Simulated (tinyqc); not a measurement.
Phase space against the mass ratio: three-phonon processes in a diatomic chain: dispersion, energy and momentum conservation, and decay channels of optical phonons. Computed by tinyqc, a small Python program. Command: `OMP_NUM_THREADS=1 python tinyqc.py 3120090 3120091 out.jsonl threeph walk`. One thread of a shared host (Intel(R) Xeon(R) Processor @ 2.30GHz), about 0.05 s of CPU time with the checks.

Cell length a, two atoms, one spring constant. x = q a/pi runs from -1 to 1; A and O are the acoustic and optical branches. Matrix elements are not computed: only conservation laws and occupation factors are followed.

Inputs (values chosen for the exercise, for a model chain): light mass m = 27 u; spring constant k = 11 eV/angstrom^2; temperature T = 300 K.

Constants: nu for 1 eV/(angstrom^2 u) = 15.6333042 THz; h x 1 THz = 4.135667696 meV; k_B = 8.617333262e-05 eV/K.

Method:
- omega^2 = k (1/m + 1/M) -/+ k sqrt((1/m + 1/M)^2 - 4 sin^2(pi x/2)/(m M)); nu = 15.6333042 THz x sqrt(omega^2) for eV/(angstrom^2 u).
- Processes for O(x): decay O -> A + A and O -> O + A with x = x' + x'' (mod 2), and absorption O + A -> O with x + x' = x'' (mod 2). Roots of the energy mismatch in x' are bracketed on 4001 points from -1 to 1 and refined. A process is umklapp (U) if the sum of wave numbers leaves (-1, 1]. Weight = occupation factor/|d mismatch/dx'|, the factor being 1 + n' + n'' for decay and n' - n'' for absorption. Pairs that differ only by exchanging two acoustic products count once, and the trivial root x' = 0 is left out.
- Total weight summed over channels and averaged over x = 0.05, 0.15, ..., 0.95, with m and k fixed; share of those x with an open channel.

Optical phonons:
```
M/m,"weight, A + A (1/THz)","weight, with O (1/THz)",share open
1.1,0.14221,0,1.0
1.5,0.31669,0,1.0
2.0,0.18607,0,0.8
2.5,0.10663,0,0.5
2.9,0.08247,0,0.2
3.3,0.00000,0,0.0
3.7,0.00000,0,0.0
4.2,0.00000,0,0.0
6.0,0.00000,0,0.0
```

The A + A channel closes between M/m = 2.9 and 3.3 on this grid: energy conservation alone would allow it up to M/m = 4, where the optical bottom passes twice the acoustic top, but momentum must be conserved too. No channel with a second optical phonon opens at any ratio. A large gap that shuts such channels is one reason why crystals with very unequal masses can conduct heat well.
